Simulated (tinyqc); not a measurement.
Jacobi rotations on a symmetric matrix, step by step. Computed by tinyqc, a small Python program that keeps every step. Settings: method = jacobi. Command: `OMP_NUM_THREADS=1 python tinyqc.py 31414 31415 out.jsonl` (the two numbers bound the seeds that draw the settings). One thread of a shared host (Intel(R) Xeon(R) Processor @ 2.60GHz), about 0.01 s of CPU time with the checks.

## Jacobi rotation 1

A:
```
          1         2         3         4         5         6
1   0.10400   0.19700  -0.06600   0.21200  -0.11700  -0.33500
2   0.19700   0.34600  -0.46800   0.10700  -0.15800  -0.14200
3  -0.06600  -0.46800   0.57700  -0.05900   0.31700   0.15900
4   0.21200   0.10700  -0.05900   0.77100   0.07800   0.23600
5  -0.11700  -0.15800   0.31700   0.07800   0.81000  -0.09000
6  -0.33500  -0.14200   0.15900   0.23600  -0.09000   0.98700
```

Take the largest off-diagonal element A_pq; tan 2 theta = 2 A_pq / (A_qq - A_pp) with |theta| <= pi/4; A' = J^T A J with J_pp = J_qq = cos, J_pq = sin, J_qp = -sin.

p, q, theta (rad): 2.00000  3.00000  -0.66442

A':
```
          1         2         3         4         5         6
1   0.10400   0.11440  -0.17343   0.21200  -0.11700  -0.33500
2   0.11440  -0.02054   0.00000   0.04786   0.07107  -0.01375
3  -0.17343   0.00000   0.94354  -0.11243   0.34699   0.21273
4   0.21200   0.04786  -0.11243   0.77100   0.07800   0.23600
5  -0.11700   0.07107   0.34699   0.07800   0.81000  -0.09000
6  -0.33500  -0.01375   0.21273   0.23600  -0.09000   0.98700
```

## Jacobi rotation 2

As before.

p, q, theta (rad): 3.00000  5.00000  -0.69035

A':
```
          1         2         3         4         5         6
1   0.10400   0.11440  -0.20823   0.21200   0.02023  -0.33500
2   0.11440  -0.02054   0.04526   0.04786   0.05480  -0.01375
3  -0.20823   0.04526   1.23013  -0.03701   0.00000   0.10671
4   0.21200   0.04786  -0.03701   0.77100   0.13173   0.23600
5   0.02023   0.05480   0.00000   0.13173   0.52342  -0.20486
6  -0.33500  -0.01375   0.10671   0.23600  -0.20486   0.98700
```

## Jacobi rotation 3

As before.

p, q, theta (rad): 1.00000  6.00000  -0.32455

A':
```
          1         2         3         4         5         6
1  -0.00871   0.10404  -0.16333   0.27619  -0.04615   0.00000
2   0.10404  -0.02054   0.04526   0.04786   0.05480  -0.04951
3  -0.16333   0.04526   1.23013  -0.03701   0.00000   0.16754
4   0.27619   0.04786  -0.03701   0.77100   0.13173   0.15608
5  -0.04615   0.05480   0.00000   0.13173   0.52342  -0.20062
6   0.00000  -0.04951   0.16754   0.15608  -0.20062   1.09971
```

## All rotations

The off-diagonal norm falls at every rotation.

Rotations:
```
step    p    q      theta  off-diagonal norm
1       2    3   -0.66442           9.69e-01
2       3    5   -0.69035           8.36e-01
3       1    6   -0.32455           6.89e-01
4       1    4    0.30818           5.67e-01
5       5    6   -0.30410           4.91e-01
6       3    6   -0.68142           4.36e-01
7       4    5   -0.32418           3.80e-01
8       1    3   -0.08485           3.37e-01
9       4    6    0.54874           2.90e-01
10      2    4    0.12925           2.42e-01
11      1    2    0.59784           2.05e-01
...   ...  ...        ...                ...
34      1    3   2.45e-05           4.83e-05
35      3    4   4.79e-05           3.34e-05
36      2    6  -1.51e-05           2.38e-05
37      2    5   4.25e-05           4.52e-06
38      4    6  -7.72e-06           3.53e-06
39      1    5   3.32e-06           2.17e-06
40      3    5  -1.14e-06           1.52e-06
41      2    3  -7.73e-07           3.66e-07
42      1    2   1.25e-06           7.10e-08
43      4    5  -1.10e-07           1.57e-08
44      3    6   4.28e-08           1.72e-09
```

eigenvalues: -0.18216  0.02173  0.41008  0.85665  1.11555  1.37316
